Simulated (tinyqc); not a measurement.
What each parameter does: Tamm state at the end of a one-band chain.

A half-infinite chain with site energy 0 and hopping -t, band E = -2t cos(ka); the end site has energy D. The surface Green function of the unperturbed half chain is g = (E -/+ sqrt(E^2 - 4t^2))/(2t^2), the root with |t g| <= 1 and Im g <= 0, and with the shift G = g/(1 - D g).

Parameters, chosen for this exercise: t = 2.5 eV (hopping); D = 4.98 eV (shift of the end site); a = 3.6 angstrom (spacing); E = -1.95 eV (energy in the band).

E = D + t^2/D, weight 1 - (t/D)^2, decay length -a/ln|t/D|, surface density -Im G/pi at E.

Results for these values:

| case | bound level (eV) | weight | decay (angstrom) | density (1/eV) |
|---|---|---|---|---|
| base | 6.2350 | 0.7480 | 5.224 | 0.0180 |

What happens to each result for t = 2.625 eV, all else kept?

Answer: bound level rises from 6.2350 to 6.3637; weight falls from 0.7480 to 0.7222; decay rises from 5.224 to 5.622; density rises from 0.0180 to 0.0187.

The same for each parameter in turn:

| case | bound level (eV) | weight | decay (angstrom) | density (1/eV) |
|---|---|---|---|---|
| base | 6.2350 | 0.7480 | 5.224 | 0.0180 |
| t = 2.625 eV | 6.3637 | 0.7222 | 5.622 | 0.0187 |
| D = 5.976 eV | 7.0219 | 0.8250 | 4.131 | 0.0137 |
| a = 3.96 angstrom | 6.2350 | 0.7480 | 5.746 | 0.0180 |
| E = -0.975 eV | 6.2350 | 0.7480 | 5.224 | 0.0217 |

Run: tinyqc, `OMP_NUM_THREADS=1 python tinyqc.py 1450856 1450857 out.jsonl`; Intel(R) Xeon(R) Processor @ 2.30GHz, one thread, shared host; about 0.01 s of CPU time with all checks.
